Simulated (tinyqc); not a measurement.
From results to parameters: Hubbard dimer. Computed by the program tinyqc.

Problem. A two-site Hubbard model with two electrons has its ground state at (U - sqrt(U^2 + 16 t^2))/2, the triplet at 0 and the odd ionic singlet at U. Find t, U and the double occupancy per site.

singlet-triplet splitting = 0.271258 eV
gap from the ground state to the ionic odd singlet = 12.211258 eV

Solution. The difference of the two gaps is U and their product is 4 t^2; the double occupancy per site is (1 - U/sqrt(U^2 + 16 t^2))/4.

t, U (eV): 0.910  11.940
double occupancy per site = 0.0109
